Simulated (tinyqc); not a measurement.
Conductance of a narrow metal strip with scatterers (square lattice, Green functions): one step. Green function and transmission. Three cases, with inputs chosen for the exercise.

Question. E - en + 2 t z_n = 2t (z_n - cos(kn a)). Invert, form |t_nm|^2 = (2t)^2 Im(z_n) Im(z_m) |G_nm|^2 and sum. The added resistance is 1/(2 (e^2/h) T) less the same for the clean strip.

A strip of W sites across with hard walls, site energy 0 and hopping -t. Mode n = 1 to W has profile chi_n(j) = sqrt(2/(W + 1)) sin(n j pi/(W + 1)) and energy en = -2t cos(n pi/(W + 1)); E = en - 2t cos(kn a). With z_n = exp(i kn a) (Im k > 0 for closed modes, |z| < 1) each lead gives the self-energy -t z_n in mode n. One column carries the site energies v, here a uniform barrier across the strip, as of a grain boundary. In the mode basis V_nm = sum_j chi_n(j) v_j chi_m(j), G = (E - en + 2 t z_n - V)^-1, and t_nm = 2t sqrt(sin(kn a) sin(km a)) G_nm in size for open modes. T = sum |t_nm|^2, conductance (2e^2/h) T.

Constants: e^2/h = 3.874045865e-05 S.

Give: G; |t_nm|^2; T; added resistance.

Case 1.

Values chosen (out of a larger set: hopping and spacing of the size met in Cu or Al; the lattice is a model; not measured data): t = 1.79 eV (hopping).

Modes:
```
n    en (eV)    cos(k a)                      z  dE/dk (eV angstrom)
1  -2.531442  -0.1624140  -0.1624140+0.9867227i             8.725194
2   0.000000   0.5446927   0.5446927+0.8386357i             7.415720
3   2.531442   1.2517995              0.4988041             0.000000
```

V (eV), rows n=1, n=2, n=3 and columns alike:
```
[[2.600000, 0, 0],
 [0, 2.600000, 0],
 [0, 0, 2.600000]]
```

Answer.

G (1/eV), rows n=1, n=2, n=3 and columns alike:
```
[[-0.1351-0.1836i, 0.0000, 0.0000],
 [0.0000, -0.1648-0.1903i, 0.0000],
 [0.0000, 0.0000, -0.1888]]
```

|t_nm|^2, rows n=1, n=2, n=3 and columns alike:
```
[[0.6486, 0, 0],
 [0, 0.5714, 0],
 [0, 0, 0]]
```

T = 1.2201
added resistance = 4125 ohm

Mode 2 passes least (0.571) and mode 1 most (0.649); 0.0 % of the transmitted flux changes mode.

Case 2.

Values chosen (out of a larger set: hopping and spacing of the size met in Cu or Al; the lattice is a model; not measured data): t = 1.37 eV (hopping).

Modes:
```
n    en (eV)   cos(k a)                     z  dE/dk (eV angstrom)
1  -1.937473  0.1140611  0.1140611+0.9934737i             7.540267
2   0.000000  0.8211679  0.8211679+0.5706867i             4.331398
3   1.937473  1.5282747             0.3725829             0.000000
```

V (eV), rows n=1, n=2, n=3 and columns alike:
```
[[2.100000, 0, 0],
 [0, 2.100000, 0],
 [0, 0, 2.100000]]
```

Answer.

G (1/eV), rows n=1, n=2, n=3 and columns alike:
```
[[-0.1777-0.2303i, 0.0000, 0.0000],
 [0.0000, -0.3063-0.2281i, 0.0000],
 [0.0000, 0.0000, -0.1899]]
```

|t_nm|^2, rows n=1, n=2, n=3 and columns alike:
```
[[0.6269, 0, 0],
 [0, 0.3567, 0],
 [0, 0, 0]]
```

T = 0.9836
added resistance = 6669 ohm

Mode 2 passes least (0.357) and mode 1 most (0.627); 0.0 % of the transmitted flux changes mode.

Case 3.

Values chosen (out of a larger set: hopping and spacing of the size met in Cu or Al; the lattice is a model; not measured data): t = 1.36 eV (hopping).

Modes:
```
n    en (eV)    cos(k a)                      z  dE/dk (eV angstrom)
1  -1.923330  -0.8615185  -0.8615185+0.5077261i             3.935893
2   0.000000  -0.1544118  -0.1544118+0.9880066i             7.659027
3   1.923330   0.5526950   0.5526950+0.8333836i             6.460390
```

V (eV), rows n=1, n=2, n=3 and columns alike:
```
[[0.900000, 0, 0],
 [0, 0.900000, 0],
 [0, 0, 0.900000]]
```

Answer.

G (1/eV), rows n=1, n=2, n=3 and columns alike:
```
[[-0.3312-0.5082i, 0.0000, 0.0000],
 [0.0000, -0.1121-0.3346i, 0.0000],
 [0.0000, 0.0000, -0.1513-0.3811i]]
```

|t_nm|^2, rows n=1, n=2, n=3 and columns alike:
```
[[0.7019, 0, 0],
 [0, 0.8992, 0],
 [0, 0, 0.8638]]
```

T = 2.4649
added resistance = 934 ohm

Mode 1 passes least (0.702) and mode 2 most (0.899); 0.0 % of the transmitted flux changes mode.

Computed by tinyqc, one run a case: `OMP_NUM_THREADS=1 python tinyqc.py N N+1 out.jsonl` with N = 1480593, 1480785, 1481142; one thread of a shared Intel(R) Xeon(R) Processor @ 2.30GHz, about 0.01 s a run at most.
